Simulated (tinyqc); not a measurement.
Harmonic transition-state theory with quantum, tunnelling and friction corrections. Inputs raised by 10 %, one at a time. Computed by tinyqc, a small Python program. Command: `OMP_NUM_THREADS=1 python tinyqc.py 3004729 3004730 out.jsonl rates sens`. One thread of a shared host (Intel(R) Xeon(R) Processor @ 2.30GHz), about 0.02 s of CPU time with the checks.

One atom hops between equivalent sites; three modes at the minimum and two real modes at the saddle are treated as harmonic, the rest of the crystal as unchanged; melting is ignored, so hot rows may lie above the melting point.

Inputs (values chosen for the exercise, modelled on interstitial oxygen in silicon): barrier E_b = 2.62 eV; imaginary frequency at the saddle nu_b = 12.2 THz; temperature T = 995 K.

Lattice of sites: three-dimensional.

frequencies at the minimum (THz): 15.9  23.8  27.8

real frequencies at the saddle (THz): 19  30.1

Constants: h x 1 THz = 4.135667696 meV; k_B = 8.617333262e-05 eV/K.

Method:
- Vineyard: nu* = product of minimum frequencies / product of real saddle frequencies; k_cl = nu* exp(-E_b/(k_B T)).
- Quantum harmonic: k_q = (k_B T/h) [prod 2 sinh(x_i/2) (minimum) / prod 2 sinh(x_j/2) (saddle)] exp(-E_b/(k_B T)), x = h nu/(k_B T).
- Zero-point correction to the barrier = (h/2)(sum of saddle frequencies - sum of minimum frequencies).
- With u = h nu_b/(k_B T): Wigner factor 1 + u^2/24; parabolic barrier (Bell) (u/2)/sin(u/2), valid above T_c = h nu_b/(2 pi k_B); symmetric Eckart barrier: kappa = int_0^infinity P(E) exp(-(E - E_b)/(k_B T)) dE/(k_B T), P = (cosh 2a - 1)/(cosh 2a + cosh 2d), a = alpha sqrt(E/E_b), alpha = 2 pi E_b/(h nu_b), 2d = 2 sqrt(alpha^2 - pi^2/4).

Runs:
```
input moved                                   from      to  ratio k_q/k_cl  Eckart factor  quantum harmonic rate k_q (1/s)  crossover temperature T_c (K)
base run                                         -       -          1.0319         1.0150                       1.0181e+00                          93.19
barrier E_b (eV)                              2.62   2.882          1.0319         1.0150                       4.7943e-02                          93.19
imaginary frequency at the saddle nu_b (THz)  12.2   13.42          1.0319         1.0182                       1.0181e+00                         102.51
temperature T (K)                              995  1094.5          1.0263         1.0125                       1.6287e+01                          93.19
```

Exponents ln(y'/y) / ln(x'/x):
```
input                                   ratio k_q/k_cl  Eckart factor  quantum harmonic rate k_q  crossover temperature T_c
barrier E_b                                      0.000          0.000                    -32.060                          0
imaginary frequency at the saddle nu_b           0.000          0.033                      0.000                          1
temperature T                                   -0.057         -0.027                     29.088                          0
```

Among the inputs moved here: ratio k_q/k_cl answers most in size to temperature T (exponent -0.057); its exponent is below 0.0005 for barrier E_b, imaginary frequency at the saddle nu_b. Eckart factor answers most in size to imaginary frequency at the saddle nu_b (exponent +0.033), next to temperature T (-0.027); its exponent is below 0.0005 for barrier E_b. Quantum harmonic rate k_q answers most in size to barrier E_b (exponent -32.060), next to temperature T (+29.088); its exponent is below 0.0005 for imaginary frequency at the saddle nu_b. Crossover temperature T_c answers most in size to imaginary frequency at the saddle nu_b (exponent +1.000); its exponent is below 0.0005 for barrier E_b, temperature T. Its exponent +1.000 in imaginary frequency at the saddle nu_b: T_c = h nu_b/(2 pi k_B).

Extremes, crossings and ranges named in words are read from the listed rows.
